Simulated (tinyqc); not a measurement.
Lateral field, substrate current, probability of reaching the oxide barrier and hot-carrier lifetime of a silicon transistor (pseudo-two-dimensional and lucky-electron models): one step, computed by the program tinyqc. Command: `OMP_NUM_THREADS=1 python tinyqc.py 3029388 3029389 out.jsonl hotcar walk`. One thread of a shared host (Intel(R) Xeon(R) Processor @ 2.30GHz), about 0.01 s of CPU time with the checks.

Local-field models: a lucky carrier gains its energy at the peak field over a path free of collisions. Voltages are magnitudes.

Question. Peak lateral field. C_ox = 3.9 eps_0/t; F_sat = 2 v_s/mu; V_Dsat = V_ov F_sat L/(V_ov + F_sat L), V_ov = V_G - V_T; I_D/W = C_ox v_s (V_ov - V_Dsat). Scale length l = 0.22 t^(1/3) x_j^(1/2) (all in cm); F_m = sqrt(((V_D - V_Dsat)/l_e)^2 + F_sat^2), with l_e = l; length of the velocity-saturated region l_e ln((V_D - V_Dsat)/(l_e F_sat) + F_m/F_sat).

Inputs (values chosen for the exercise, modelled on a silicon n-channel):

| quantity | value | unit |
|---|---|---|
| channel length L | 630 | nm |
| oxide thickness t | 12 | nm |
| junction depth x_j | 150 | nm |
| mobility mu | 390 | cm^2/(V s) |
| saturation velocity v_s | 0.84 | 1e7 cm/s |
| threshold voltage V_T | 0.6 | V |
| gate voltage V_G | 1.5 | V |
| drain voltage V_D | 3 | V |
| ionisation prefactor A_i | 1.8e+06 | 1/cm |
| ionisation field B_i | 1.77 | MV/cm |
| hot-carrier mean free path lambda | 8 | nm |
| oxide barrier phi_b | 3.1 | eV |
| interface-trap threshold phi_it | 3.7 | eV |
| lifetime constant H | 700 | s microampere/micrometre |

Drain: abrupt.

Constants: eps_0 = 8.8541878128e-12 F/m.

Give: scale length l; peak field F_m; velocity-saturated length; energy gained over one free path, e lambda F_m.

Answer.

scale length l = 90.544 nm

peak field F_m = 260.27 kV/cm

velocity-saturated length = 225.00 nm

energy gained over one free path, e lambda F_m = 0.20822 eV

Caution: the empirical formula for l was fitted to oxides of about 15 nm or more; for thinner ones it is an extrapolation. Caution: e V_D is below phi_b or phi_it, so the available energy, not the field, limits hot carriers, and the lucky-electron formulas overstate them.
